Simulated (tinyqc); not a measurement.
Propagation of a band-gap error through k.p and effective-mass formulas: sweeps and comparisons. A value that a table varies takes the place of the one given here.

Chain, for a gap E (the reference Eg or another value), with Ep and Dso kept: 1/me = 1 + Ep (E + 2 Dso/3)/(E (E + Dso)); g* = 2 - 2 Ep Dso/(3 E (E + Dso)); g1(E) = g1 + (Ep/3)(1/E - 1/Eg), g2(E) = g2 + (Ep/6)(1/E - 1/Eg), light hole 1/(g1 + 2 g2), heavy hole 1/(g1 - 2 g2) along [100]; optical constant ei(E) = 1 + (ei - 1)(EP/(EP + E - Eg))^2, static e0(E) = ei(E) + e0 - ei.

Donor: R = Ry me/e0^2, a_B = a0 e0/me, Mott density (0.26/a_B)^3. Nc, Nv = 2 (m kT/(4 pi c))^(3/2), c = hbar^2/2m0, ni = sqrt(Nc Nv) exp(-E/2kT). Exciton: Ry mu/e0^2 with 1/mu = 1/me + g1(E). 1 angstrom^-3 = 1e24 cm^-3.

Constants: Ry = 13.60569312 eV; a0 (Bohr radius) = 0.5291772105 angstrom; kB = 8.617333262e-05 eV/K; hbar^2/2m0 = 3.80998211 eV angstrom^2.

Parameters, chosen for this exercise (reference values near those of InAs, gap at low temperature; the results hold for these values, not for the real material):
- Eg = 0.421 eV (gap at Gamma to the s-like level)
- Dso = 0.383 eV (spin-orbit splitting)
- Ep = 21.1 eV (Kane energy)
- g1 = 19.92 (Luttinger gamma1)
- g2 = 8.47 (gamma2)
- e0 = 14.88 (static dielectric constant)
- ei = 12.48 (optical dielectric constant)
- EP = 4.61 eV (mean (Penn) gap)
- mh = 0.6 m0 (density-of-states mass of the holes)
- T = 77 K (temperature)
- Eg2 = 0.223 eV (a wrong gap)

## The size of the error

E = f Eg; ratios against f = 1.

Results:

| f | E (eV) | me ratio | light-hole ratio | e0 ratio | donor ratio | Mott ratio | g* | log10 ni ratio |
|---|---|---|---|---|---|---|---|---|
| 0.25 | 0.105 | 0.290 | 0.269 | 1.118 | 0.232 | 0.0174 | -102.840 | 9.93 |
| 0.40 | 0.168 | 0.444 | 0.424 | 1.092 | 0.372 | 0.0670 | -56.020 | 8.00 |
| 0.60 | 0.253 | 0.637 | 0.623 | 1.060 | 0.567 | 0.217 | -31.556 | 5.36 |
| 0.80 | 0.337 | 0.822 | 0.815 | 1.029 | 0.776 | 0.509 | -20.223 | 2.69 |
| 1.00 | 0.421 | 1.000 | 1.000 | 1.000 | 1.000 | 1.00 | -13.917 | 0.00 |
| 1.20 | 0.505 | 1.174 | 1.178 | 0.973 | 1.241 | 1.76 | -10.006 | -2.70 |
| 1.50 | 0.631 | 1.429 | 1.433 | 0.934 | 1.638 | 3.58 | -6.409 | -6.77 |
| 2.00 | 0.842 | 1.841 | 1.829 | 0.876 | 2.397 | 9.27 | -3.223 | -13.58 |

How do the results move?

Between f = 0.8 and 1.2 the mean powers d ln(ratio)/d ln f are 0.88 for me, 0.91 for the light hole, -0.14 for e0, 1.16 for the donor energy and 3.06 for the Mott density; ni moves by -3.20 decades per 0.1 eV, against -0.1 eV/(2 kT ln 10) = -3.27 from the exponential alone, the rest coming from Nc through me^(3/4). g* keeps its sign, from -102.84 to -3.22.

## What each input does

All at E = Eg2. Each row changes one parameter from the base and keeps the others.

Results:

| case | me (m0) | light hole (m0) | e0 | donor (meV) | exciton (meV) | log10 ni |
|---|---|---|---|---|---|---|
| base | 0.0132 | 0.0150 | 15.93 | 0.708 | 0.485 | 9.640 |
| Eg2 = 0.241 eV | 0.0142 | 0.0162 | 15.83 | 0.768 | 0.527 | 9.074 |
| Dso = 0.414 eV | 0.0133 | 0.0150 | 15.93 | 0.713 | 0.488 | 9.643 |
| Ep = 22.788 eV | 0.0122 | 0.0145 | 15.93 | 0.656 | 0.456 | 9.615 |
| g1 = 18.326 | 0.0132 | 0.0154 | 15.93 | 0.708 | 0.492 | 9.640 |
| EP = 4.979 eV | 0.0132 | 0.0150 | 15.85 | 0.716 | 0.490 | 9.640 |
| ei = 11.482 | 0.0132 | 0.0150 | 15.84 | 0.716 | 0.491 | 9.640 |
| mh = 0.552 m0 | 0.0132 | 0.0150 | 15.93 | 0.708 | 0.485 | 9.613 |
| T = 70.84 K | 0.0132 | 0.0150 | 15.93 | 0.708 | 0.485 | 8.951 |

What can be read from the table?

The largest shifts from the base row, up to three for each result and ties (the steps differ in size, so this ranks the rows, not the parameters). me (m0): Ep -0.0010, Eg2 +0.0009, Dso +0.0001; unchanged at the printed digits by g1, EP, ei, mh and T. light hole (m0): Eg2 +0.0011, Ep -0.0005, g1 +0.0004; unchanged at the printed digits by Dso, EP, ei, mh and T. e0: Eg2 -0.10, ei -0.09, EP -0.08; unchanged at the printed digits by Dso, Ep, g1, mh and T. donor (meV): Eg2 +0.060, Ep -0.052, ei +0.008; unchanged at the printed digits by g1, mh and T. exciton (meV): Eg2 +0.042, Ep -0.030, g1 +0.007; unchanged at the printed digits by mh and T. log10 ni: T -0.689, Eg2 -0.567, mh -0.027; unchanged at the printed digits by g1, EP and ei.

Computed by tinyqc, a small Python program: `OMP_NUM_THREADS=1 python tinyqc.py 1850553 1850554 out.jsonl` (the numbers bound the seed that draws the inputs); one thread of a shared host (Intel(R) Xeon(R) Processor @ 2.30GHz), about 0.01 s for the whole set of steps.
